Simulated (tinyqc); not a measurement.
Collinear exchange A + BC -> AB + C on a London-Eyring-Polanyi-Sato surface: saddle, string of images and rate: one step, computed by the program tinyqc. Command: `OMP_NUM_THREADS=1 python tinyqc.py 3111139 3111140 out.jsonl leps walk`. One thread of a shared host (Intel(R) Xeon(R) Processor @ 2.30GHz), about 0.06 s of CPU time with the checks.

x = r(AB), y = r(BC), r(AC) = x + y. V is counted from separated atoms, the barrier from A + BC, that is V + D(BC).

Task: Frequencies at the saddle. Wilson matrix G = [[1/m_A + 1/m_B, -1/m_B], [-1/m_B, 1/m_B + 1/m_C]]; eigenvalues lambda of G H give nu = 15.6333042 THz x sqrt(|lambda|), the negative one being imaginary. Reactant: nu_BC from k = 2 D beta^2 and 1/m_B + 1/m_C. Skew angle: cos = sqrt(m_A m_C/((m_A + m_B)(m_B + m_C))).

Inputs (values chosen for the exercise, bond data loosely for abstraction of hydrogen from a Ge-H bond by a hydrogen atom; the barrier is not fitted): D(BC) = 3.8 eV; beta(BC) = 1.45 1/angstrom; mass of A = 1.008 u; mass of B = 1.008 u; mass of C = 72.6 u.

Hessian (eV/angstrom^2), rows x, y:
```
[[-1.02370, 3.58457],
 [3.58457, 10.82933]]
```

Constants: nu for 1 eV/(angstrom^2 u) = 15.6333042 THz.

Give: imaginary frequency; real frequency at the saddle; nu_BC; skew angle.

Result:

imaginary frequency = 31.744 THz

real frequency at the saddle = 37.883 THz

nu_BC = 62.674 THz

skew angle = 45.392 degrees
